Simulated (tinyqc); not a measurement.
Speciation in dilute and buffered hydrofluoric acid, oxide etch rate and bath loading. From one set of inputs to another, one input at a time. Computed by tinyqc, a small Python program. Command: `OMP_NUM_THREADS=1 python tinyqc.py 3120219 3120220 out.jsonl hfetch ladder`. One thread of a shared host (Intel(R) Xeon(R) Processor @ 2.30GHz), about 0.01 s of CPU time with the checks.

Concentrations stand for activities, NH4+ and Cl- are spectators, and water ionisation is neglected. H, F and HF2 denote the ions H+, F- and HF2-. The base temperature is 298 K.

The inputs printed are set A. Inputs not listed in the table keep their values of set A, so the rows need not describe a real material.

Inputs (values chosen for the exercise, of the order of those for thermal oxide at room temperature):
```
quantity,value,unit
HF added,0.78,mol/L
NH4F added,0.25,mol/L
HCl added,0,mol/L
K1 = [H][F]/[HF],0.000734,mol/L
K2 = [HF2]/([HF][F]),3.73,L/mol
K3 = [H2F2]/[HF]^2,0,L/mol
rate constant of neutral HF k_a,18,nm L/(min mol)
rate constant of HF2 k_b,67,nm L/(min mol)
activation energy,0.4,eV
temperature error,0.51,K
oxide removed per wafer,3.6,nm
```

Constants: k_B = 8.617333262e-05 eV/K.

Method:
- Fluoride balance: [HF] + [F] + 2 [HF2] + 2 [H2F2] = HF added + NH4F added. Acid balance: [H] + [HF] + [HF2] + 2 [H2F2] = HF added + HCl added. For a trial [H], [HF] = [H][F]/K1, and the fluoride balance is a quadratic in [F].
- The root is refined to 1e-13 in pH = -log10 [H].
- Rate = k_a ([HF] + 2 [H2F2]) + k_b [HF2], an empirical two-term form.
- Time = oxide/rate; a temperature error changes the rate by exp((E_a/k_B)(1/298 - 1/(298 + error))) - 1.

Each row keeps all changes above it:
```
input moved,from,to,pH,[HF2] (mol/L),share of HF2 in the rate (%)
set A,-,-,2.2558,0.17645,52.342
HF added (mol/L),0.78,0.096,3.7213,0.04189,74.306
K2 = [HF2]/([HF][F]) (L/mol),3.73,3.59,3.7165,0.04108,73.645
rate constant of HF2 k_b (nm L/(min mol)),67,61,3.7165,0.04108,71.784
NH4F added (mol/L),0.25,0.046,2.7779,0.01098,30.861
K1 = [H][F]/[HF] (mol/L),0.000734,0.00075,2.7691,0.01098,30.878
rate constant of neutral HF k_a (nm L/(min mol)),18,15,2.7691,0.01098,34.899
```

pH goes from 2.26 to 2.77, a factor 1.23 in all. The largest single move comes from HF added (a factor 1.65), and NH4F added works against it (a factor 0.747). [HF2] goes from 0.176 to 0.0110, a factor 0.0622 in all. The largest single move comes from HF added (a factor 0.237). Share of HF2 in the rate goes from 52.3 to 34.9, a factor 0.667 in all. The largest single move comes from NH4F added (a factor 0.430), and HF added works against it (a factor 1.42). The single moves hold for this order of the switches; the total does not depend on the order.

Extremes, crossings and ranges named in words are read from the listed rows.
